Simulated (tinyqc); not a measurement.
Inside a calculation. Model: finite-difference solution of the diffusion equation on a small grid. Computed by tinyqc, a small Python program that keeps every step. Command: `OMP_NUM_THREADS=1 python tinyqc.py 3002264 3002265 out.jsonl fdiff walk`. One thread of a shared host (Intel(R) Xeon(R) Processor @ 2.30GHz), about 0.01 s of CPU time with the checks. Intermediate numbers are printed to about 5 digits and carried at full precision; extremes and crossings named in words are read from the listed rows.

dC/dt = D d2C/dx2 on nodes x_j = j dx, j = 0..11; the far end is sealed.

Inputs (values chosen for the exercise):
```
quantity,value,unit
diffusivity D,0.43,nm^2/s
grid spacing dx,25,nm
time step dt,210,s
final time t_f,6300,s
loss velocity h,0.0011,nm/s
```

Boundary at x = 0: surface loss. Scheme: explicit.

start values C_j, j = 0, 1, ... (% of a reference): [12.6, 56.8, 100, 65.6, 16.7, 2.24, 0, 0, 0, 0, 0, 0]

## Mesh ratio and operator

The operator M acts as (M C)_j = C_(j-1) - 2 C_j + C_(j+1); at the sealed far end a mirror node gives 2 C_(N-2) - 2 C_(N-1); at j = 0, the outward flux h C_0 gives 2 C_1 - (2 + 2 h dx/D) C_0. r = D dt/dx^2.

mesh ratio r = 0.14448

operator M:
```
,0,1,2,3,4,5,6,7,8,9,10,11
0,-2.1279,2.0000,0.0000,0.0000,0.0000,0.0000,0.0000,0.0000,0.0000,0.0000,0.0000,0.0000
1,1.0000,-2.0000,1.0000,0.0000,0.0000,0.0000,0.0000,0.0000,0.0000,0.0000,0.0000,0.0000
2,0.0000,1.0000,-2.0000,1.0000,0.0000,0.0000,0.0000,0.0000,0.0000,0.0000,0.0000,0.0000
3,0.0000,0.0000,1.0000,-2.0000,1.0000,0.0000,0.0000,0.0000,0.0000,0.0000,0.0000,0.0000
4,0.0000,0.0000,0.0000,1.0000,-2.0000,1.0000,0.0000,0.0000,0.0000,0.0000,0.0000,0.0000
5,0.0000,0.0000,0.0000,0.0000,1.0000,-2.0000,1.0000,0.0000,0.0000,0.0000,0.0000,0.0000
6,0.0000,0.0000,0.0000,0.0000,0.0000,1.0000,-2.0000,1.0000,0.0000,0.0000,0.0000,0.0000
7,0.0000,0.0000,0.0000,0.0000,0.0000,0.0000,1.0000,-2.0000,1.0000,0.0000,0.0000,0.0000
8,0.0000,0.0000,0.0000,0.0000,0.0000,0.0000,0.0000,1.0000,-2.0000,1.0000,0.0000,0.0000
9,0.0000,0.0000,0.0000,0.0000,0.0000,0.0000,0.0000,0.0000,1.0000,-2.0000,1.0000,0.0000
10,0.0000,0.0000,0.0000,0.0000,0.0000,0.0000,0.0000,0.0000,0.0000,1.0000,-2.0000,1.0000
11,0.0000,0.0000,0.0000,0.0000,0.0000,0.0000,0.0000,0.0000,0.0000,0.0000,2.0000,-2.0000
```

## Amplification factors

The mode of M with eigenvalue mu has its amplitude multiplied per step by g = (1 + (1 - theta) r mu)/(1 - theta r mu), with theta = 0 explicit, 1 implicit, 1/2 Crank-Nicolson; the explicit scheme is stable for r up to 2/|mu_min|.

eigenvalues mu of M: [-4.0075, -3.9308, -3.6942, -3.3214, -2.8425, -2.2962, -1.7270, -1.1808, -0.7018, -0.3290, -0.0921, -0.0047]

factors g: [0.42100, 0.43207, 0.46626, 0.52013, 0.58932, 0.66824, 0.75049, 0.82940, 0.89860, 0.95247, 0.98669, 0.99932]

largest stable r of the explicit scheme = 0.49907

The smallest factor is 0.421: no mode changes sign, and all decay but one with mu = 0 where there is such a mode.

## Time step 1

C at the start (%): [12.60, 56.80, 100.00, 65.60, 16.70, 2.24, 0.00, 0.00, 0.00, 0.00, 0.00, 0.00]

With r = D dt/dx^2: (1 - theta r M) C(new) = (1 + (1 - theta) r M) C(old); theta = 0 explicit, 1 implicit, 1/2 Crank-Nicolson.

C after step 1 (%): [25.139, 56.656, 88.788, 63.505, 21.676, 4.006, 0.324, 0.000, 0.000, 0.000, 0.000, 0.000]

## Time step 2

The formulas are those given above.

C after step 2 (%): [33.782, 56.745, 80.493, 61.114, 25.166, 6.027, 0.809, 0.047, 0.000, 0.000, 0.000, 0.000]

## All steps

The run takes n = round(t_f/dt) steps of length t_f/n. The dose is the trapezoidal sum of C dx; the error is the largest difference from exp(M D t/dx^2) C(0), the exact time evolution on the same grid.

Course of the run:
```
step,t (s),C_1,C_6,dose (% nm),largest error
1,210,56.656,0.324,6188.1,1.7549
2,420,56.745,0.809,6182.3,2.4686
3,630,56.858,1.453,6174.5,2.6434
4,840,56.907,2.216,6165.3,2.5495
5,1050,56.860,3.054,6155.1,2.3323
6,1260,56.714,3.926,6144.3,2.0696
7,1470,56.476,4.803,6133.0,1.8014
...,...,...,...,...,...
24,5040,47.634,14.097,5936.0,0.2268
25,5250,47.101,14.375,5925.3,0.2180
26,5460,46.577,14.637,5914.7,0.2095
27,5670,46.063,14.883,5904.2,0.2013
28,5880,45.557,15.114,5893.8,0.1935
29,6090,45.062,15.332,5883.6,0.1861
30,6300,44.575,15.537,5873.4,0.1790
```

C at the end (%): [43.443, 44.575, 42.408, 37.386, 30.420, 22.734, 15.537, 9.682, 5.501, 2.890, 1.526, 1.111]

largest error at t_f = 0.17902 %

final dose = 5873.4 % nm

final C_6 = 15.537 %

The time-step error at the end is 0.18 on a scale of 44.6. The dose falls through the surface.

## The three schemes as the step is halved

Each run reaches t_f in n equal steps; errors are the largest difference from exp(M D t_f/dx^2) C(0). A dash marks unstable explicit runs.

Largest error at t_f (%):
```
steps n,r,explicit,implicit,Crank-Nicolson
4,1.0836,-,1.5244,1.0919e-01
8,0.5418,-,0.6918,2.9948e-02
16,0.2709,0.33386,0.3357,7.4434e-03
32,0.1354,0.16788,0.1683,1.8578e-03
64,0.0677,0.08408,0.0842,4.6427e-04
128,0.0339,0.04206,0.0421,1.1606e-04
256,0.0169,0.02104,0.0210,2.9013e-05
```

From the last two rows, halving the step divides the error by 2.00 (explicit), 2.00 (implicit), 4.00 (Crank-Nicolson): a factor 2 marks first order in dt and 4 second order. The explicit scheme needs n of at least 9 to be stable; the other two are stable at any step.

Checks made by the program: matrix exponential against 4096 Crank-Nicolson steps (relative difference 3e-09).
